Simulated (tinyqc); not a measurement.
Trap in a gate oxide as a short-range spherical well: sweeps and comparisons. A value that a table varies takes the place of the one given here.

A spherical well of radius R and depth V0 below the conduction edge, one mass m, c = hbar^2/2m0. The s level at binding Et solves k cot(k R) = -kappa with k = sqrt(m (V0 - Et)/c), kappa = sqrt(m Et/c); it exists for V0 > Vc = c (pi/2R)^2/m. Outside, psi falls as exp(-kappa r)/r.

Lucovsky model (delta well, plane-wave final states, no local-field factor): sigma = (32 pi alpha c/(3 n_r m Et)) (x - 1)^(3/2)/x^3, x = h nu/Et, c = hbar^2/2m0; 1 angstrom^2 = 1e-16 cm^2.

Energies from the conduction edge of the channel. The trap level at depth x is E_T = dEc - Et - e Fox x (1 MV/cm = 0.01 eV/angstrom). An electron at the channel edge tunnels with the WKB exponent S = (4/3) sqrt(m/c) [dEc^(3/2) - (dEc - e Fox x)^(3/2)]/(e Fox), c = hbar^2/2m0; tau = t0 exp(S); the occupation is f = 1/(1 + exp((E_T - EF)/kB T)), tau_c = tau/f and tau_e = tau/(1 - f). Lattice relaxation is left out; a level below the channel edge needs phonons as well, so tau is then a lower bound, while a level above it can also empty elastically at its own energy, through a thinner barrier, faster than this tau.

Constants: hbar^2/2m0 = 3.80998211 eV angstrom^2; fine-structure constant alpha = 0.007297352564; kB = 8.617333262e-05 eV/K.

Values chosen for the exercise (near those of SiO2 on 4H SiC; not measured data):
```
symbol  value                                             unit       meaning
R       3.3                                               angstrom   radius of the well
m       0.473                                             m0         mass
fV      (1.06, 1.12, 1.31, 1.61, 2.02, 3.27, 6.31)                   V0/Vc
n_r     1.49                                                         refractive index
xs      (1.06, 1.16, 1.52, 1.79, 2.17, 3.13, 4.96, 6.65)             photon energies h nu/Et
dEc     2.64                                              eV         conduction offset to the channel
Fox     5.2                                               MV/cm      oxide field, lowering levels away from the channel
t0      5.4                                               x 1e-11 s  time constant at the interface
T       300                                               K          temperature
EF      0.01                                              eV         Fermi level above the channel edge
ds      (3, 6, 9, 12, 15, 18)                             angstrom   depths
V0      6.17                                              eV         depth of the well
x       14                                                angstrom   depth of the trap
```

## From threshold to a deep level

Et against the depth at fixed R; near threshold Et = (pi^2/16)(V0 - Vc)^2/Vc.

Results:
```
V0/Vc  V0 (eV)   Et (eV)  threshold form (eV)  1/kappa (angstrom)  share outside
1.06     1.935  0.003883             0.004053                45.5          0.931
1.12     2.044   0.01491              0.01621                23.2          0.869
1.31     2.391   0.08841               0.1082                 9.5          0.716
1.61     2.938    0.2920               0.4189                 5.3          0.553
2.02     3.687    0.6821                1.171                 3.4          0.416
3.27     5.968     2.271                5.801                 1.9          0.225
6.31    11.516     7.017                31.74                 1.1          0.096
```

What can be read from the table?

The threshold form holds to 10 % up to V0/Vc = 1.12 of those listed. There the state is mostly outside the well (93 % in the first row) and knows only Et, which is why a delta-well model works; more than half is inside from V0/Vc = 2.02 on. A second s level would need V0/Vc > 9.

## Neutral against charged centre

Et = 2.42874 eV

Lucovsky cross-section, its shape relative to the peak, and the shape of a hydrogen-like centre relative to threshold: x^-4 exp(4 - 4 atan(e)/e)/(1 - exp(-2 pi/e)), e = sqrt(x - 1).

Results:
```
x     h nu (eV)  sigma (1e-18 cm^2)  relative to peak  hydrogen-like
1.06      2.574               0.672             0.099          0.856
1.16      2.817                2.23             0.328          0.671
1.52      3.692                5.81             0.854          0.320
1.79      4.347                6.66             0.979          0.202
2.17      5.270                6.74             0.991          0.117
3.13      7.602                5.52             0.811          0.040
4.96     12.047                3.52             0.517          0.010
6.65     16.151                2.49             0.365          0.004
```

What does this show?

The short-range centre starts from zero, reaches half its peak at x = 1.24 and peaks at x = 2; in the last row it still has 37 % of the peak. The Coulomb centre is largest at threshold and is down to 0.4 % there. Reading the peak as the threshold would misplace the level by a factor 2, here 2.43 eV. Rows above the gap, about 9 eV, are hidden by band-to-band absorption.

## Depth of the trap

Each depth has its own level and time; the corner frequency is 1/(2 pi tau).

Results:
```
x (angstrom)  E_T (eV)      S  tau (s)  corner (Hz)      f
3                0.055   3.38  1.6e-09      1.0e+08  0.148
6               -0.101   6.66  4.2e-08      3.8e+06  0.986
9               -0.257   9.83  1.0e-06      1.6e+05  1.000
12              -0.413  12.89  2.1e-05      7.4e+03  1.000
15              -0.569  15.84  0.00041      3.9e+02  1.000
18              -0.725  18.66   0.0068           23  1.000
```

How do the results move?

tau spans 6.6 decades, one decade for each 2.11 angstrom at the start and 2.45 at the end, where the field has thinned the barrier. Traps spread evenly in depth are thus spread nearly evenly in ln tau; if levels near EF exist at every depth, this sums to 1/f noise and to charging that grows as ln t. With the single Et of this table only depths where f is neither 0 nor 1 contribute. The level crosses EF between 3 and 6 angstrom.

## What each parameter does

Et from the well, then the level and the time. Each row changes one parameter from the base and keeps the others.

Results:
```
case             Et (eV)  E_T (eV)  log10 tau (s)  ln(tau_c/tau_e)
base               2.429    -0.517          -3.81            -20.4
x = 16 angstrom    2.429    -0.621          -2.98            -24.4
Fox = 6.2 MV/cm    2.429    -0.657          -3.91            -25.8
dEc = 2.43 eV      2.429    -0.727          -4.12            -28.5
m = 0.52 m0        2.654    -0.742          -3.50            -29.1
V0 = 6.48 eV       2.674    -0.762          -3.81            -29.9
T = 350 K          2.429    -0.517          -3.81            -17.5
EF = 0.06 eV       2.429    -0.517          -3.81            -22.3
```

What does this show?

The largest shifts from the base row, up to three for each result and ties (the steps differ in size, so this ranks the rows, not the parameters). Et (eV): V0 +0.245, m +0.225; unchanged at the printed digits by x, Fox, dEc, T and EF. E_T (eV): V0 -0.245, m -0.225, dEc -0.210; unchanged at the printed digits by T and EF. log10 tau (s): x +0.83, m +0.31, dEc -0.31; unchanged at the printed digits by V0, T and EF. ln(tau_c/tau_e): V0 -9.5, m -8.7, dEc -8.1.

tinyqc: `OMP_NUM_THREADS=1 python tinyqc.py 1252576 1252577 out.jsonl`; about 0.01 s, one thread, shared Intel(R) Xeon(R) Processor @ 2.30GHz.
